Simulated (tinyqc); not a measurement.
## Off-state leakage of single and stacked transistors: subthreshold current against the height of the stack

n-channel devices of unit width. Subthreshold current I(Vg, Vs, Vd) = I0 (T/300 K)^0.5 exp[(Vg - Vs - VT(T) - gb (Vs - Vb) + dd (Vd - Vs))/(nf Vt)] (1 - exp(-(Vd - Vs)/Vt)), VT(T) = VT - cT (T - 300 K). Gate-edge tunnelling Ig (Vd/1 V) exp(ag (Vd - 1 V)), for a gate at 0 V, and band-to-band leakage Ab u exp(-Bb/u), u = Vd - Vb + 1 V, flow at a drain held at V; both are taken as independent of T. In a stack of off transistors (all gates at 0 V) the same subthreshold current passes through each.

All n gates at 0 V, bottom source at 0 V, top drain at V; node voltages follow from equal currents.

Parameters, values chosen for the exercise; values of the order met in bulk silicon logic transistors: temperature T = 300 K; supply voltage V = 0.9 V; threshold at 300 K, zero drain and body bias VT = 0.3 V; fall of the threshold with temperature cT = 0.8 mV/K; current at threshold at 300 K I0 = 0.1 uA/um; slope factor nf = 1.18; drain-induced lowering per volt dd = 0.09; rise of the threshold per volt of source-body bias gb = 0.1; body voltage Vb = 0 V.

Constants: q = 1.602176634e-19 C, kB = 1.380649e-23 J/K, Vt = kB T/q. Results are converted to the units shown.

Result of one run:
columns A: I (nA/um); B: reduction factor; C: drain voltage of the bottom device (mV); D: source voltage of the top device (mV); E: voltage across the top device (V)
```
A            B      C  D       E
0.07624  1.000  900.0  0  0.9000
```

Which number of transistors in series n gave this result: 1, 2, 3, 4 or 5?

n = 1.

The whole series:
columns A: n; B: I (nA/um); C: reduction factor; D: drain voltage of the bottom device (mV); E: source voltage of the top device (mV); F: voltage across the top device (V)
```
A         B      C      D      E       F
1   0.07624  1.000  900.0      0  0.9000
2  0.005976  12.76  65.27  65.27  0.8347
3  0.002969  25.68  19.17  83.20  0.8168
4  0.001968  38.75  11.34  93.75  0.8063
5  0.001470  51.87  8.060  101.2  0.7988
6  0.001172  65.04  6.251  107.0  0.7930
```

The second transistor cuts the current by a factor of 12.8, the third by a further 2.01 and the sixth by 1.25. The top device keeps 88.1 % of the supply at n = 6, while the drain voltage of the bottom one falls to 0.242 Vt.

Computed by the program tinyqc: `OMP_NUM_THREADS=1 python tinyqc.py 2242234 2242235 out.jsonl`, one thread of a shared Intel Xeon 2.30GHz, about 0.03 s for the whole run.
